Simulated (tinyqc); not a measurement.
Five-level k.p model folded onto the conduction band: sweeps and comparisons. A value that a table varies takes the place of the one given here.

For k along z and one spin sector the level c couples to four states. With c0 = hbar^2/2m0, P = sqrt(Ep c0), P2 = sqrt(Ep2 c0): diagonal Eg + (1 + Cm) c0 k^2 for c, and 0, -Dso, E7 + D2, E7 for lh, so, G8 up, G7 up (their own dispersion is left out); couplings of c: sqrt(2/3) P k to lh, sqrt(1/3) P k to so, sqrt(2/3) P2 k to G8 up, sqrt(1/3) P2 k to G7 up (phases chosen real).

Expanding E = H_cc + S(E) about Eg in powers of k^2, with s_n = sum_j H_cj^2/(Eg - H_jj)^n: order k^2: e2 = (1 + Cm) c0 k^2 + s1; order k^4: e4 = -s2 e2; order k^6: e6 = s3 e2^2 + s2^2 e2.

Second-order sums for the lowest conduction level at E: 1/m = 1 + Cm + (Ep/3)(2/E + 1/(E + Dso)) - (Ep2/3)(2/(E7 + D2 - E) + 1/(E7 - E)); g/2 = 1 + Cg - (Ep/3)(1/E - 1/(E + Dso)) - (Ep2/3)(1/(E7 - E) - 1/(E7 + D2 - E)). E is counted from the top of the valence band; E = Eg at the edge.

Constants: hbar^2/2m0 = 3.80998211 eV angstrom^2.

Parameters, chosen for this exercise (near those of InSb; shifted at random, so the results belong to these values and not to a real crystal):
- Eg = 0.235 eV (gap at Gamma to the s-like level)
- Dso = 0.805 eV (spin-orbit splitting)
- Ep = 23.4 eV (Kane energy)
- E7 = 3.18 eV (upper Gamma7 conduction level, from the valence top)
- D2 = 0.31 eV (its spin-orbit splitting, Gamma8 above Gamma7)
- Ep2 = 5.1 eV (Kane energy to the upper levels)
- Cm = -1 (remote term in 1/m)
- Cg = 0 (remote term in g/2)

## How far the series holds

Energies from Eg; Pk/Eg measures the coupling.

Levels (eV):
```
k (1/angstrom)  Pk/Eg  to k^2   to k^4  to k^6   exact
0.0037          0.149  0.0038   0.0037  0.0037  0.0037
0.0085          0.342  0.0199   0.0183  0.0186  0.0185
0.0133          0.534  0.0487   0.0392  0.0430  0.0417
0.0181          0.727  0.0902   0.0575  0.0816  0.0704
0.0229          0.920  0.1444   0.0607  0.1595  0.1026
0.0277          1.113  0.2112   0.0320  0.3418  0.1370
0.0325          1.306  0.2908  -0.0488  0.7592  0.1729
0.0373          1.499  0.3830  -0.2062  1.6404  0.2098
```

Within 2 % of the exact level stay: the k^2 term up to Pk/Eg = 0.15, the sum to k^4 up to Pk/Eg = 0.34, the sum to k^6 up to Pk/Eg = 0.34. In the last row the errors are +173, -416 and +1431 meV: higher orders make it worse, since the series in k^2 converges only for Pk below about Eg/2 in the two-level limit E = Eg/2 + sqrt(Eg^2/4 + P^2 k^2).

## Mass and g factor above the band edge

The sums are evaluated at E = Eg + dE, as is done for confined or hot electrons.

Results:
```
dE (meV)    m(E)     g(E)  m(E)/m(Eg)  1 + dE/Eg
0         0.0138  -49.493      1.0000     1.0000
6         0.0142  -47.927      1.0241     1.0255
14        0.0146  -45.961      1.0561     1.0596
28        0.0154  -42.821      1.1120     1.1191
42        0.0162  -40.013      1.1677     1.1787
56        0.0169  -37.489      1.2232     1.2383
85        0.0185  -33.000      1.3378     1.3617
```

Over 85 meV the mass grows by 33.8 %, against 36.2 % for two levels alone, and g moves from -49.493 to -33.000, towards the free value 2.

## Six materials (three-level Kane formulas for mass and g factor)

1/m = 1 + (Ep/3)(2/Eg + 1/(Eg + Dso)), g = 2 - (2 Ep/3)(1/Eg - 1/(Eg + Dso)). The inputs are values chosen for the exercise.

Results:
```
case         Eg (eV)  Dso (eV)  Ep (eV)  m (m0)        g   Eg/Ep
A near GaAs    1.523     0.344     25.8  0.0592   -0.081  0.0590
B near CdTe    1.629     0.906     18.8  0.0896   -0.750  0.0866
C near Ge      0.899     0.293     25.9  0.0364   -2.721  0.0347
D near GaSb    0.811     0.757     27.3  0.0342   -8.834  0.0297
E near ZnSe    2.862     0.406     24.2  0.1098    1.300  0.1183
F near InAs    0.415     0.393     21.6  0.0224  -14.877  0.0192
```

The mass follows the gap: m/(Eg/Ep) lies between 0.93 and 1.17, while m itself spans a factor of 4.9. The order by mass equals the order by gap. g is negative for A, B, C, D and F; it needs Ep Dso > 3 Eg (Eg + Dso). Where g is small, two larger terms cancel: 5 % in Ep moves g by (2 - g)/20, and the levels left out move it by tenths. Remote bands, left out here, make real masses heavier, by up to a half in the wider-gap crystals. All rows are for the Gamma valley, which is not the lowest one in GaP and Ge.

## What each parameter does

Mass and g at E = Eg. Each row changes one parameter from the base and keeps the others.

Results:
```
case             m (m0)         g
base            0.01384  -49.4929
Eg = 0.259 eV   0.01517  -43.6817
Dso = 0.725 eV  0.01372  -48.2429
Ep = 21.06 eV   0.01541  -44.3546
E7 = 3.498 eV   0.01381  -49.4734
D2 = 0.341 eV   0.01384  -49.5028
Ep2 = 4.59 eV   0.01381  -49.4819
```

The largest shifts from the base row, up to three for each result and ties (the steps differ in size, so this ranks the rows, not the parameters). m (m0): Ep +0.00158, Eg +0.00133, Dso -0.00012; unchanged at the printed digits by D2. g: Eg +5.8112, Ep +5.1383, Dso +1.2500.

Program tinyqc; command `OMP_NUM_THREADS=1 python tinyqc.py 1051057 1051058 out.jsonl`; about 0.01 s on one thread of a shared Intel(R) Xeon(R) Processor @ 2.30GHz.
